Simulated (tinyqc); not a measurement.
Composition and strain of an epitaxial Si(1-x)Ge(x) layer from Raman and X-ray peaks: one step, computed by the program tinyqc. Command: `OMP_NUM_THREADS=1 python tinyqc.py 3020996 3020997 out.jsonl epiraman walk`. One thread of a shared host (Intel(R) Xeon(R) Processor @ 2.30GHz), about 0.01 s of CPU time with the checks.

A (001) layer, biaxially strained in the plane. The Raman peaks follow empirical lines omega = w0 + c1 x + c3 x^3 + b eps (c3 for Si-Ge alone), with eps the in-plane strain.

Question. X-ray (004) reflection. Bragg angle theta = arcsin(2 lambda/a) for (004), for the substrate with a_sub and the layer with a_perp; separation in arc seconds.

Inputs (values chosen for the exercise, modelled on silicon-germanium): X-ray wavelength = 1.540598 angstrom.

Substrate: germanium.

substrate constant a_sub = 5.658 angstrom

a_perp = 5.510928 angstrom

Give: theta of the substrate; theta of the layer; separation, layer less substrate.

Answer.

theta of the substrate = 33.00 degree

theta of the layer = 33.99 degree

separation, layer less substrate = 3595 arcsec
